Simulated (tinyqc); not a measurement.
# Gate-all-around wire with two subbands, quantum capacitance: effect of the temperature

phi is the Fermi level above the lowest subband edge, in volts; Vg is counted from the gate voltage at which an empty wire would have phi = 0. Both directions of motion are filled (equilibrium).

N1 = gv sqrt(2 md m0 kB T/(pi hbar^2)); n1 = N1 F(phi/Vt), n2 = g2 N1 F((phi - E2)/Vt), n = n1 + n2, F(e) = (1/sqrt(pi)) int_0^infinity u^(-1/2) du/(1 + exp(u - e)); Cq = q dn/dphi = (q N1/Vt) [F'(phi/Vt) + g2 F'((phi - E2)/Vt)]. Cox = 2 pi eps0 eox/ln(1 + tox/rw) per length; Vg = phi + q n/Cox. 1/C_G = 1/Cox + 1/(Cq); dphi/dVg = Cox/(Cox + Cq).

Parameters, values chosen for the exercise:
- eox = 8.94 (relative permittivity of the gate insulator (close to aluminium oxide))
- tox = 10 nm (insulator thickness)
- md = 0.069 m0 (mass along the wire)
- gv = 4 (valley degeneracy)
- E2 = 0.19 eV (second subband above the first)
- g2 = 1 (orbital degeneracy of the second subband)
- rw = 2.1 nm (radius of the wire)
- Vg = 0.63 V (gate voltage)

Constants: q = 1.602176634e-19 C, kB = 1.380649e-23 J/K, hbar = 1.054571817e-34 J s, m0 = 9.1093837015e-31 kg, Vt = kB T/q, eps0 = 8.8541878128e-14 F/cm where lengths are in cm. Results are converted to the units shown.

The same in every row: Cox (pF/cm) = 2.840.

Result of one run:
```
T (K)  phi (V)  n (cm^-1)  Cq (pF/cm)  C_G (pF/cm)  dphi/dVg  share of the second band (%)
200    0.08334    9.690e6       10.25        2.224    0.2170                       0.08432
```

What becomes of these results when the temperature T is changed from 200 to 77 K, all else the same?

Result of the changed run:
```
T (K)  phi (V)  n (cm^-1)  Cq (pF/cm)  C_G (pF/cm)  dphi/dVg  share of the second band (%)
77     0.08108    9.730e6       9.728        2.198    0.2260                      1.888e-6
```

The whole series:
```
T (K)  phi (V)  n (cm^-1)  Cq (pF/cm)  C_G (pF/cm)  dphi/dVg  share of the second band (%)
50     0.08087    9.734e6       9.689        2.196    0.2267                     2.048e-10
77     0.08108    9.730e6       9.728        2.198    0.2260                      1.888e-6
120    0.08163    9.720e6       9.846        2.204    0.2239                      8.926e-4
200    0.08334    9.690e6       10.25        2.224    0.2170                       0.08432
300    0.08538    9.654e6       10.88        2.252    0.2070                        0.8733
400    0.08590    9.644e6       11.41        2.274    0.1993                         2.759
500    0.08480    9.664e6       11.65        2.284    0.1959                         5.351
```

As T goes from 50 to 500, Cq rises from 9.69 to 11.7 pF/cm, C_G/Cox rises from 0.773 to 0.804 and n goes from 9.73e6 through a minimum of 9.64e6 (at T = 400 among the rows listed) to 9.66e6 cm^-1. Cq exceeds Cox in every row, so the insulator is the tighter limit, though Cq still cuts C_G by up to 23 %.

Computed by the program tinyqc: `OMP_NUM_THREADS=1 python tinyqc.py 2200108 2200109 out.jsonl`, one thread of a shared Intel Xeon 2.30GHz, about 0.01 s for the whole run.
